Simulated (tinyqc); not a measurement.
Bulk, dangling and hydrogenated hybrids across the gap: Weaire-Thorpe hybrids on a Bethe lattice: gap and dangling bond of an amorphous tetrahedral solid.

Four sp3 hybrids an atom at energy 0, coupled by -V1 on the atom and by -V2 along a bond; the bonds form a tree (no rings). For any network the gap runs at least from -V2 + V1 to V2 - 3 V1, and p-like states pile up at -V2 + V1 and V2 + V1. On the tree the gap is wider: it ends at Ec = -V1 + sqrt(V2^2 + 4 V1^2 - 2 sqrt3 V1 V2), which makes it well wider than the gaps of the real glasses. A branch seen from a hybrid has the self-energy S = V2^2 g, where g is the Green function of the hybrid across the bond, whose three partners carry S themselves. With a = z - V1, b = a - S: g = 1/(a + V1 b/(b + 3 V1)), z = E + i eta. A full atom has G = (1/b)(b + 3 V1)/(b + 4 V1) per hybrid; a dangling hybrid with shift dh has G = 1/(1/g - dh).

Parameters, chosen for this exercise (of the size of tabulated hybrid energies for amorphous germanium; not measured data): V1 = 1.84 eV (coupling of two hybrids on one atom); V2 = 4 eV (coupling of the two hybrids of a bond); eta = 0.03 eV (broadening); dh = 0.43 eV (shift of the dangling hybrid (rehybridisation)); VH = 5.43 eV (coupling to a hydrogen atom); eH = -4.29 eV (hydrogen level); E1s = -3.4 eV (first energy); dE = 0.39 eV (step).

edges (eV): Ev -2.16000, Ec(bound) -1.52000, Ec(tree) 0.17162

Thirteen energies E1s + j dE. With hydrogen the hybrid gains the self-energy VH^2/(z - eH) and dh = 0.

Density per hybrid (1/eV):
```
E (eV),bulk,dangling,with hydrogen
-3.40,0.0021,0.0008,0.0002
-3.01,0.0037,0.0007,0.0002
-2.62,0.0116,0.0008,0.0002
-2.23,0.4119,0.0009,0.0003
-1.84,0.0234,0.0012,0.0003
-1.45,0.0050,0.0017,0.0003
-1.06,0.0023,0.0027,0.0003
-0.67,0.0015,0.0052,0.0004
-0.28,0.0013,0.0167,0.0006
0.11,0.0025,1.7831,0.0013
0.50,0.0217,0.2562,0.0117
0.89,0.0292,0.1885,0.0195
1.28,0.0336,0.1585,0.0272
```

Between Ev = -2.16 and Ec = 0.17 eV the bulk density is a broadening tail (least 0.0013). The dangling hybrid reaches 1.783 at 0.11 eV among these rows; its level lies at 0.126 eV, and the peak there, of width eta, is far higher unless a row falls on it. With hydrogen the largest value on the rows inside the gap, more than 0.05 eV from an edge, is 0.0013, and 1/g = VH^2/(E - eH) has no root in the gap: the state has gone into a bonding level below and an antibonding one above.

Computed by tinyqc, a small Python program: `OMP_NUM_THREADS=1 python tinyqc.py 1482665 1482666 out.jsonl` (the numbers bound the seed that draws the inputs); one thread of a shared host (Intel(R) Xeon(R) Processor @ 2.30GHz), about 0.05 s for the whole set of steps.
